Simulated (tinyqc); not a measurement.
Inside a calculation. Method: Hubbard chain of 6 sites. Computed by tinyqc, a small Python program that keeps every step. Settings: hopping = 1.84, U = 7.9, mixing = 0.2, iteration cap = 53. Command: `OMP_NUM_THREADS=1 python tinyqc.py 23834 23835 out.jsonl` (the two numbers bound the seeds that draw the settings). One thread of a shared host (Intel(R) Xeon(R) Processor @ 2.60GHz), about 0.2 s of CPU time with the checks. Later iterations appear only in the table of the cycle.

## Mean-field iteration 1

one-body matrix (hopping and site energies) (eV), lower triangle:
```
          1         2         3         4         5        6
1   0.20000
2  -1.84000  -0.91000
3   0.00000  -1.84000  -0.84000
4   0.00000   0.00000  -1.84000  -0.06000
5   0.00000   0.00000   0.00000  -1.84000  -0.80000
6   0.00000   0.00000   0.00000   0.00000  -1.84000  0.93000
```

U = 7.90000 eV

electrons, up and down: 3  3

mixing = 0.20000

n(up) at the start (a guess, not normalised): 1 0.95000, 2 0.05000, 3 0.95000, 4 0.05000, 5 0.95000, 6 0.05000

n(down) at the start (a guess): 1 0.05000, 2 0.95000, 3 0.05000, 4 0.95000, 5 0.05000, 6 0.95000

H(up) = T + U n(down), H(down) = T + U n(up); fill the lowest levels; n(new) = n + mixing (n(out) - n); E = tr T (rho up + rho down) + U sum n_up n_down of the output.

levels, up (eV): -1.60971  -0.89887  0.24528  7.31804  8.19065  8.97460

levels, down (eV): -1.48602  -0.51444  0.94610  7.07705  7.86830  8.32901

energy = -5.61132 eV

n(up) after iteration 1: 1 0.94715, 2 0.06131, 3 0.94408, 4 0.05504, 5 0.94551, 6 0.04690

n(down) after iteration 1: 1 0.04778, 2 0.94382, 3 0.05880, 4 0.94028, 5 0.06435, 6 0.94497

## Mean-field iteration 2

As before.

levels, up (eV): -1.54623  -0.81436  0.23732  7.26801  8.13611  8.93916

levels, down (eV): -1.42043  -0.47724  0.92891  7.03846  7.84085  8.30945

energy = -5.61618 eV

n(up) after iteration 2: 1 0.94480, 2 0.07063, 3 0.93895, 4 0.05955, 5 0.94146, 6 0.04462

n(down) after iteration 2: 1 0.04616, 2 0.93849, 3 0.06625, 4 0.93219, 5 0.07600, 6 0.94092

## Convergence

Each step fills the lowest levels of T + U n(other spin) and sets n(new) = n + mixing (n(out) - n); stop when output and input agree to 1e-8.

Course of the cycle:
```
iteration      E (eV)  largest |n(out) - n(in)|  mean |n_up - n_down|
1          -5.6113183                  7.17e-02               0.84303
2          -5.6161798                  5.82e-02               0.84024
3          -5.6197212                  4.75e-02               0.83778
4          -5.6223065                  3.88e-02               0.83561
5          -5.6241985                  3.18e-02               0.83372
6          -5.6255860                  2.62e-02               0.83206
7          -5.6266059                  2.16e-02               0.83061
8          -5.6273569                  1.79e-02               0.82935
9          -5.6279107                  1.49e-02               0.82825
10         -5.6283198                  1.24e-02               0.82730
11         -5.6286222                  1.04e-02               0.82648
...               ...                       ...                   ...
43         -5.6294874                  7.46e-05               0.82127
44         -5.6294874                  6.43e-05               0.82126
45         -5.6294874                  5.54e-05               0.82125
46         -5.6294874                  4.78e-05               0.82125
47         -5.6294874                  4.12e-05               0.82125
48         -5.6294874                  3.55e-05               0.82124
49         -5.6294874                  3.06e-05               0.82124
50         -5.6294874                  2.64e-05               0.82124
51         -5.6294874                  2.27e-05               0.82123
52         -5.6294874                  1.96e-05               0.82123
53         -5.6294874                  1.69e-05               0.82123
```

Not converged within 53 iterations: the residual falls steadily but slowly, by a factor of about 0.86 a step. The lowest mean-field energy found from random starts is -5.62949 eV. Reruns (cap 100 unless said): mixing 0.5: converged in 37 (E = -5.62949); mixing 0.9: converged in 17 (E = -5.62949); the original settings with a cap of 400: converged in 103 (E = -5.62949).

## Exact diagonalisation (400 states)

Lowest levels of the sector, and the double occupancy of the lowest state.

lowest levels (eV): -6.96383  -6.23683  -5.43221  -5.11769  -4.87938  -4.62120

double occupancy per site = 0.08561

## The lowest level by Lanczos steps

From a random start vector (not printed): a_j = <q_j|H|q_j>, b_j = norm of the remainder after orthogonalising; the Ritz value is the lowest eigenvalue of the tridiagonal matrix of a and b so far.

Lanczos:
```
j   a_j (eV)  b_j (eV)  lowest Ritz value (eV)
1    6.68587   8.63151               6.6858659
2    6.41156   8.37981              -2.0838910
3    9.62464   9.12479              -4.8754345
4   10.08878   8.88183              -6.0788556
5   11.18356   8.43482              -6.6157021
6   12.37400   8.68014              -6.8106910
7   12.25089   9.79782              -6.8817749
8   11.41415   9.15046              -6.9228862
9   12.59683   8.74126              -6.9463956
10  12.60469   8.17530              -6.9570271
```
